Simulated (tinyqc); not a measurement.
Admittance spectroscopy and thermally stimulated current of one trap level in a depletion layer: one step, computed by the program tinyqc. Command: `OMP_NUM_THREADS=1 python tinyqc.py 3113812 3113813 out.jsonl admit walk`. One thread of a shared host (Intel(R) Xeon(R) Processor @ 2.30GHz), about 0.01 s of CPU time with the checks.

A Schottky junction on n-type material holds one donor-like electron trap; shallow donors are fully ionised and abrupt depletion edges are assumed.

Task: Temperature of the peak. N_c = 2 (2 pi m k_B T/h^2)^(3/2), v_th = sqrt(3 k_B T/m), emission rate e_n = sigma v_th N_c exp(-E_t/(k_B T)). Where the level crosses the Fermi level capture equals emission, so the trap follows the signal with the rate 2 e_n; G/omega peaks at omega = 2 e_n (the correction for large N_t/N is left out). Solve 2 e_n(T_p) = 2 pi f.

Inputs (values chosen for the exercise, modelled on n-type 4H-SiC):
```
quantity,value,unit
density-of-states mass m,0.769,m_0
shallow doping N,3.5e+16,1/cm^3
trap depth E_t below the band,0.213,eV
capture cross section sigma,6.6e-17,cm^2
test frequency f,800000,Hz
```

Constants: k_B = 1.380649e-23 J/K; m_0 = 9.1093837015e-31 kg; h = 6.62607015e-34 J s; k_B = 8.617333262e-05 eV/K.

Give: peak temperature T_p; N_c at T_p; e_n at T_p; E_c - E_F = k_B T_p ln(N_c/N).

Result:

peak temperature T_p = 287.41 K

N_c at T_p = 1.5868e+19 1/cm^3

e_n at T_p = 2.5133e+06 1/s

E_c - E_F = k_B T_p ln(N_c/N) = 0.15149 eV
